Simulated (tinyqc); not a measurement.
CIS on RHF in the sto-6g basis, for H2, spin multiplicity 1, step by step. One step of it, computed by the program tinyqc.

Task: CIS matrix, triplets. A(ia,jb) = (e_a - e_i) d_ij d_ab - (ij|ab).

orbital energies (hartree): [-0.503830, 0.484890]

Two-electron integrals over orbitals (pq|rs), unique and non-zero (hartree):
```
(11|11) 0.635012   (21|21) 0.194105   (22|11) 0.629396   (22|22) 0.661432
```

Give: CIS matrix A, triplet.

Result:

CIS matrix A, triplet (hartree), order 1>2:
```
[[0.3593]]
```
